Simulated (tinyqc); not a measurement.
# Worked calculation: modulation-doped quantum well, Poisson-Schroedinger loop with local exchange and correlation

Computed by the program tinyqc: `OMP_NUM_THREADS=1 python tinyqc.py 2140043 2140044 out.jsonl`, one thread of a shared Intel Xeon 2.30GHz, about 0.2 s for the whole run. Printed values are rounded.

A well of width L centred at z = 0 between barriers Vb; effective-mass electrons, parabolic bands. The electrons come from donor sheets outside the mesh, a share fL of Ns on the left and the rest on the right, so the structure is neutral. Energies are counted from the band edge of the well, with U = 0 on the first node in the Hartree part.

Inputs (values chosen for the exercise); material values those of a made-up well: temperature T = 300 K; in-plane mass md = 0.0772 m0; barrier height Vb = 0.275 eV; relative permittivity (all layers) eps_r = 10.6; well width L = 9.1 nm; mesh step hz = 1.3 nm; sheet density of electrons Ns = 6e11 cm^-2; share of the donors on the left side fL = 0; applied field along z Fz = -52 kV/cm; mixing factor a = 0.5.

Constants: q = 1.602176634e-19 C, kB = 1.380649e-23 J/K, hbar = 1.054571817e-34 J s, m0 = 9.1093837015e-31 kg, Vt = kB T/q, eps0 = 8.8541878128e-14 F/cm where lengths are in cm, hbar^2/(2 m0) = 0.0380998212 eV nm^2. Results are converted to the units shown.

Range of the model: The highest level kept or the Fermi level comes near the barrier edge at an end of the mesh, so the hard walls there affect the result.

## Fixed part of the potential

z, node 1 to 15 (nm): -9.1  -7.8  -6.5  -5.2  -3.9  -2.6  -1.3  0  1.3  2.6  3.9  5.2  6.5  7.8  9.1

V0 = 0 in the well and Vb outside, plus q Fz z (1 kV/cm = 1e-4 eV/nm).

fixed potential V0, node 1 to 15 (eV): 0.322320  0.315560  0.308800  0.302040  0.020280  0.013520  0.006760  0.000000  -0.006760  -0.013520  -0.020280  0.247960  0.241200  0.234440  0.227680

## Round 1: levels and probability densities

self-consistent potential U at the start, node 1 to 15 (eV): 0  0  0  0  0  0  0  0  0  0  0  0  0  0  0
mass on the intervals 1/2, 3/2, ... (mean of both at an interface) (m0): 0.0779  0.0779  0.0779  0.0779  0.0751  0.0723  0.0723  0.0723  0.0723  0.0723  0.0723  0.0751  0.0779  0.0779  0.0779  0.0779

Tridiagonal Hamiltonian with psi = 0 one step beyond both ends: H_ii = C (1/m_(i-1/2) + 1/m_(i+1/2))/hz^2 + V0_i + U_i, H_(i,i+1) = -C/(m_(i+1/2) hz^2), C = hbar^2/(2 m0). The lowest 3 level(s) are kept, normalised to hz sum |psi|^2 = 1.

levels (eV): E1 0.032592, E2 0.130755, E3 0.265540

```
node	|psi|^2 of E1 (1/nm)	|psi|^2 of E2 (1/nm)	|psi|^2 of E3 (1/nm)
1	0.000012	0.000166	0.001729
2	0.000108	0.001173	0.008338
3	0.000754	0.006009	0.024597
4	0.005004	0.028382	0.060417
5	0.030960	0.124103	0.130646
6	0.073063	0.163563	0.035528
7	0.121185	0.092733	0.018718
8	0.157682	0.006975	0.121504
9	0.163671	0.029758	0.069427
10	0.130304	0.124222	0.002672
11	0.069701	0.136399	0.102792
12	0.013639	0.040413	0.086838
13	0.002600	0.011638	0.062443
14	0.000482	0.003124	0.033883
15	0.000067	0.000573	0.009698
```

## Round 1: Fermi level and occupations

Level k holds N_k = D_k Vt ln(1 + exp((EF - E_k)/Vt)) with D = md m0 q/(pi hbar^2) per eV (spin included); EF is fixed by sum N_k = Ns.

EF = 0.0328006 eV
N_k (cm^-2): E1 5.81251e11, E2 1.86462e10, E3 1.02596e8

## Round 1: density, output potential and mixing

n_i = sum_k N_k |psi_k|^2 (converted to cm^-3). Hartree part by Gauss: on the interval after node i the enclosed sheet charge is S_i = fL Ns - hz sum_(j<=i) n_j, and U_(i+1) = U_i + q S_i hz/(eps0 eps_r) in eV, U_1 = 0. Added to it: V_xc = -(2 Ry/(pi al rs)) [1 + 0.7734 (rs/21) ln(1 + 21/rs)] (Hedin-Lundqvist), al = (4/(9 pi))^(1/3), rs = (3/(4 pi n))^(1/3)/aB, aB = 4 pi eps0 eps_r hbar^2/(md m0 q^2), Ry = q/(8 pi eps0 eps_r aB) in eV. Mixing: U(new) = U + a (U(out) - U).

```
node	n (1e17 cm^-3)	U(out) (eV)	U after round 1 (eV)
1	0.00102	-0.0009475	-0.0004737
2	0.00854	-0.0017759	-0.0008879
3	0.05528	-0.0030737	-0.0015368
4	0.34438	-0.0052984	-0.0026492
5	2.03229	-0.0091566	-0.0045783
6	4.55213	-0.0123932	-0.0061966
7	7.21698	-0.0161811	-0.0080906
8	9.17952	-0.0213149	-0.0106575
9	9.56958	-0.0282501	-0.0141251
10	7.80561	-0.0368660	-0.0184330
11	4.30677	-0.0463325	-0.0231662
12	0.86904	-0.0549492	-0.0274746
13	0.17346	-0.0655391	-0.0327695
14	0.03416	-0.0772063	-0.0386032
15	0.00508	-0.0893784	-0.0446892
```

## Course of the self-consistent loop

Start from U = 0. Stop when the largest |U(out) - U| is below 1e-7 eV, or after 120 rounds.

Course of the iteration:
```
round	level E1 (eV)	EF (eV)	largest |U(out) - U| (eV)
1	0.0325917	0.0328006	0.0894
2	0.0191603	0.0193867	0.0424
3	0.0128685	0.0131097	0.0201
4	0.00998098	0.0102299	9.56e-3
5	0.00867054	0.00892292	4.55e-3
6	0.00808006	0.00833385	2.17e-3
7	0.00781545	0.00806978	1.04e-3
8	0.00769748	0.00795200	4.95e-4
9	0.00764515	0.00789974	2.37e-4
...	...	...	...
12	0.00760759	0.00786218	2.63e-5
13	0.00760570	0.00786028	1.27e-5
14	0.00760490	0.00785948	6.11e-6
15	0.00760457	0.00785914	2.95e-6
16	0.00760443	0.00785900	1.43e-6
17	0.00760437	0.00785894	6.94e-7
18	0.00760435	0.00785892	3.37e-7
19	0.00760434	0.00785891	1.64e-7
20	0.00760434	0.00785891	8.00e-8
```

Converged in 20 rounds. Towards the end the residual shrinks by a factor of about 0.49 a round.

## Converged levels, occupations and centroid

converged U, node 1 to 15 (eV): -0.0007971  -0.0015187  -0.0026705  -0.0046672  -0.0081497  -0.0111128  -0.0145471  -0.0191778  -0.0255403  -0.0336908  -0.0428706  -0.0511357  -0.0615458  -0.0730768  -0.0850704

Solve for the levels with V0 + U, find EF, n_i = sum_k N_k |psi_k|^2 (in cm^-3); share of each level N_k/Ns; centroid sum n z/sum n.

levels (eV): E1 0.007604, E2 0.106915, E3 0.233706
EF = 0.00785891 eV
shares (%): E1 96.9984, E2 2.9793, E3 0.0223
n, node 1 to 15 (in units of 1e18 cm^-3): 0.00006  0.00050  0.00343  0.02259  0.14060  0.33833  0.59055  0.84438  1.00181  0.92998  0.57599  0.12903  0.02987  0.00704  0.00124
centroid = 0.987567 nm

With 400 intervals across the well and the same walls, E2 - E1 = 104.6 meV and EF - E1 = 0.4529 meV; this mesh gives 99.31 and 0.2546 meV.
